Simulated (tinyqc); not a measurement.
Threshold-voltage variability of a planar MOSFET, analytic estimates: two steps of the calculation.

Three independent sources add in quadrature: random dopants in the depleted layer, metal-gate grains of two orientations, and roughness of the two gate edges acting through the roll-off VT = VT(long) - Vr exp(-L/l). These are first-order estimates: no three-dimensional electrostatics, no percolation.

Values chosen for this exercise; material values close to those of silicon: temperature T = 350 K; band gap Eg = 1.11 eV; relative permittivity of the semiconductor eps_r = 11.5; conduction-band density of states at T Nc = 3.59e19 cm^-3; valence-band density of states at T Nv = 3.39e19 cm^-3; channel doping Na = 2.8e18 cm^-3; oxide-equivalent thickness in inversion ti = 1.8 nm; gate length L = 32 nm; gate width W = 71 nm; number of cells Nb = 268435456; wanted yield Y = 0.999.

Constants: q = 1.602176634e-19 C, kB = 1.380649e-23 J/K, Vt = kB T/q, eps0 = 8.8541878128e-14 F/cm where lengths are in cm. Results are converted to the units shown.

Question 1. Random dopants. ni = sqrt(Nc Nv) exp(-Eg/(2 Vt)), Eg in volts; Cox = 3.9 eps0/ti; Wd = sqrt(4 eps0 eps_r Vt ln(Na/ni)/(q Na)); dopants: s1 = (q/Cox) sqrt(Na Wd/(3 L W)). The slope A1 = s1 sqrt(L W); mean number of dopants Na L W Wd.

Give: Cox; Wd; mean number of dopants; A1; s1.

Answer 1.

Cox = 1.9184 uF/cm^2
Wd = 20.852 nm
mean number of dopants = 132.65
A1 = 1.1651 mV um
s1 = 24.443 mV

Counting alone, 1/sqrt(N) of the depletion voltage q Na Wd/Cox = 488 mV, would give sqrt(3) times more: dopants deep in the layer act less on the surface.

Question 2. Margin in standard deviations for the wanted yield. Cells fail independently with probability Q(k) = erfc(k/sqrt(2))/2 when the margin is k standard deviations, and Y = exp(-Nb Q(k)). phi = exp(-k^2/2)/sqrt(2 pi). Newton steps on ln Q(k) = ln(-ln(Y)/Nb): k(new) = k + [ln Q - ln(-ln(Y)/Nb)] Q/phi.

k after iteration 1 = 9.0027590

Give: Q(k); phi; k after iteration 2.

Answer 2.

Q(k) = 1.1006e-19
phi = 1.0028e-18
k after iteration 2 = 7.0998

Numbers from tinyqc (`OMP_NUM_THREADS=1 python tinyqc.py 2090080 2090081 out.jsonl`; about 0.01 s on one thread of a shared Intel Xeon 2.30GHz).
